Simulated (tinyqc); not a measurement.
Four, six or eight bands for the holes: eight-band Kane k.p model.

Eight-band Kane model, basis S, X, Y, Z times spin, zero of energy at the top of the unstrained valence band, c = hbar^2/2m0. Within each spin: H_SS = Eg + A c k^2, H_SX = i P kx (likewise Y, Z), H_XX = -Dso/3 + L kx^2 + M (ky^2 + kz^2), H_XY = N kx ky, and cyclic. Spin-orbit term (Dso/3) L.sigma on X, Y, Z with (L_k)_ij = -i epsilon_kij: <X+|H|Y+> = -i Dso/3, <X+|H|Z-> = Dso/3, <Y+|H|Z-> = -i Dso/3, <Z+|H|X-> = -Dso/3, <Z+|H|Y-> = i Dso/3, <X-|H|Y-> = i Dso/3, and their conjugates; + and - are the spin along z. Terms from inversion asymmetry are left out, so every level is twofold.

P = sqrt(Ep c); A = 1/me - Ep (Eg + 2 Dso/3)/(Eg (Eg + Dso)) keeps the electron mass; g1' = g1 - Ep/(3 Eg), g2' = g2 - Ep/(6 Eg), g3' = g3 - Ep/(6 Eg) remove the coupling to S that the Luttinger values already hold; L = -c (g1' + 4 g2'), M = -c (g1' - 2 g2'), N = -6 c g3'.

Constants: hbar^2/2m0 = 3.80998211 eV angstrom^2.

Parameters, chosen for this exercise (near those of Ge; shifted at random, so the results belong to these values and not to a real crystal): Eg = 0.882 eV (gap at Gamma to the s-like level); Dso = 0.29 eV (spin-orbit splitting); Ep = 27 eV (Kane energy); me = 0.0375 m0 (electron mass at Gamma); g1 = 13.38 (Luttinger gamma1); g2 = 4.24 (gamma2); g3 = 5.66 (gamma3); kmax = 0.08 1/angstrom (end of the path).

Unstrained, along [110]. Six bands: the X, Y, Z block alone with the full g1, g2, g3 in L, M, N. Four bands: the same with Dso sent to infinity. HH, LH and SO name the pairs from the top.

Valence levels (eV):
```
|k| (1/angstrom)     HH 4     HH 6     HH 8     LH 4     LH 6     LH 8     SO 6     SO 8
0.0133            -0.0018  -0.0018  -0.0018  -0.0163  -0.0159  -0.0157  -0.2994  -0.2975
0.0267            -0.0073  -0.0071  -0.0071  -0.0652  -0.0591  -0.0567  -0.3325  -0.3223
0.0400            -0.0165  -0.0156  -0.0156  -0.1467  -0.1149  -0.1084  -0.4042  -0.3704
0.0533            -0.0292  -0.0266  -0.0266  -0.2608  -0.1661  -0.1577  -0.5323  -0.4468
0.0667            -0.0457  -0.0393  -0.0393  -0.4074  -0.2088  -0.2013  -0.7215  -0.5498
0.0800            -0.0658  -0.0531  -0.0531  -0.5867  -0.2487  -0.2426  -0.9669  -0.6728
```

What can be read from this table?

At |k| = 0.0800 the heavy holes of the three models span 12.7 meV and the light holes 344.1 meV. The split-off band moves the light hole by +338.0 meV and treating the conduction band exactly moves it by +6.1 meV more; the split-off band matters more here, where the four-band light-hole energy is 2.02 times Dso and 0.67 times Eg. The four-band light hole has even passed below -Dso = -0.29 eV, where that model has no meaning.

Run: tinyqc, `OMP_NUM_THREADS=1 python tinyqc.py 1080480 1080481 out.jsonl`; Intel(R) Xeon(R) Processor @ 2.30GHz, one thread, shared host; about 0.01 s of CPU time with all checks.
